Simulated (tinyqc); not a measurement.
Surface photovoltage measurement of the minority-carrier diffusion length in a wafer: one step, computed by the program tinyqc.

Low injection, steady light, a depletion layer much thinner than 1/alpha and L. The excess density dn is taken at the front edge of the neutral region; light that reaches the back is lost.

Question. One wavelength. alpha = (84.732/lambda - 76.417)^2 per cm with lambda in micrometre (an empirical fit for silicon between 0.7 and 1.05 micrometre). Thick wafer: dn = Phi L/((S_f + D/L)(L + 1/alpha)). Finite wafer, with s = S_b L/D, w = W/L, a = alpha L: dn = [Phi a/(a^2 - 1)] [a - B - exp(-alpha W)(a - s)/(cosh w + s sinh w)]/(S_f + B D/L), B = (sinh w + s cosh w)/(cosh w + s sinh w). Photovoltage V = (k_B T/e) ln(1 + dn/n_0). Lifetime = L^2/D.

Inputs (values chosen for the exercise, modelled on p-type silicon at room temperature):
```
quantity,value,unit
diffusion length L,200,micrometre
wafer thickness W,775,micrometre
diffusivity D,26.8,cm^2/s
front recombination velocity S_f,590,cm/s
back recombination velocity S_b,5100,cm/s
photon flux entering,7.7e+12,1/(cm^2 s)
minority density at the surface barrier scale n_0,2.7e+08,1/cm^3
temperature T,298,K
wavelength,951,nm
```

Constants: k_B = 8.617333262e-05 eV/K.

Give: alpha; penetration depth 1/alpha; dn, thick wafer; B; dn, finite wafer; photovoltage V; lifetime.

Answer.

alpha = 160.80 1/cm

penetration depth 1/alpha = 62.188 micrometre

dn, thick wafer = 3.0433e+09 1/cm^3

B = 1.0005

dn, finite wafer = 3.0416e+09 1/cm^3

photovoltage V = 64.373 mV

lifetime = 14.925 microsecond

Caution: dn is not small against n_0, so V is not linear in the flux; the constant-flux reading then needs dn, not V.
